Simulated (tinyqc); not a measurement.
Schottky barrier on an n-type semiconductor with a doping step, non-linear Poisson equation by Newton steps: one step of the calculation.

One dimension, metal at x = 0, donor density C(x) = N1 for x < x1 and Nd beyond. Energies are counted from the electron Fermi level of the semiconductor and the conduction-band edge is Ec = -psi, so n = Nc exp(psi/Vt); holes follow the Fermi level of the metal, at -V, so p = Nv exp((V - psi - Eg)/Vt). Ends: psi(0) = V - phiB and psi = Vt ln(Nd/Nc) deep inside. Boltzmann statistics, full ionisation, no current, no image force in the Poisson equation.

Task. Densities, residual and Jacobian diagonal. n_i = Nc exp(psi_i/Vt), p_i = Nv exp((V - psi_i - Eg)/Vt), rho_i = p_i - n_i + C_i, g_i = (n_i + p_i)/Vt. Box widths w_i = (h_(i-1) + h_i)/2 in cm. Residual F_i = a_i (psi_(i+1) - psi_i) - a_(i-1) (psi_i - psi_(i-1)) + q rho_i w_i; Jacobian: a_(i-1) and a_i beside the diagonal, b_i = -a_(i-1) - a_i - q g_i w_i on it. The two end nodes are fixed.

Values chosen for this exercise; band and dielectric values close to those of In0.53Ga0.47As:
- T = 350 K (temperature)
- Eg = 0.736 eV (band gap)
- Nc = 2.61e17 cm^-3 (conduction-band density of states at T)
- Nv = 9.55e18 cm^-3 (valence-band density of states at T)
- V = -4.5 V (bias of the metal against the semiconductor)

Constants: q = 1.602176634e-19 C, kB = 1.380649e-23 J/K, Vt = kB T/q. Results are converted to the units shown.

```
node	x (nm)	psi at the start (V)	donor density C (cm^-3)
0	0	-4.9900000	4.5e15
1	30	-4.8502741	4.5e15
2	66.5	-4.6802743	4.5e15
3	111	-4.4730142	4.5e15
4	165	-4.2215075	4.5e15
5	231	-3.9141106	4.5e15
6	311	-3.5415082	4.5e16
7	408	-3.0897277	4.5e16
8	526	-2.5401392	4.5e16
9	670	-1.8694549	4.5e16
10	845	-1.0543871	4.5e16
11	1060	-0.0530182	4.5e16
```

coupling a_i, interval 0 to 10 (F/cm^2): 4.1319543e-7  3.3961268e-7  2.7855872e-7  2.2955302e-7  1.8781611e-7  1.5494829e-7  1.2779240e-7  1.0504969e-7  8.6082382e-8  7.0833503e-8  5.7655176e-8

Wanted: n; p; residual F; diagonal b.

Result.

```
node	n (cm^-3)	p (cm^-3)
0	3.663e-55	2.740e15
1	3.765e-53	2.666e13
2	1.056e-50	9.504e10
3	1.019e-47	9.851e7
4	4.262e-44	2.355e4
5	1.137e-39	0.8823
6	2.637e-34	3.805e-6
7	8.443e-28	1.189e-12
8	6.922e-20	1.450e-20
9	3.145e-10	3.191e-30
10	171.4	5.854e-42
11	4.500e16	2.230e-56
```

```
node	residual F (1e-7 C/cm^2)	diagonal b (F/cm^2)
1	0.024	-7.533e-7
2	0.029	-6.182e-7
3	0.036	-5.081e-7
4	0.043	-4.174e-7
5	0.053	-3.428e-7
6	0.638	-2.827e-7
7	0.775	-2.328e-7
8	0.944	-1.911e-7
9	1.150	-1.569e-7
10	1.406	-1.285e-7
```

tinyqc, about 0.09 s, one thread, Intel Xeon 2.30GHz (shared host): `OMP_NUM_THREADS=1 python tinyqc.py 2020045 2020046 out.jsonl`
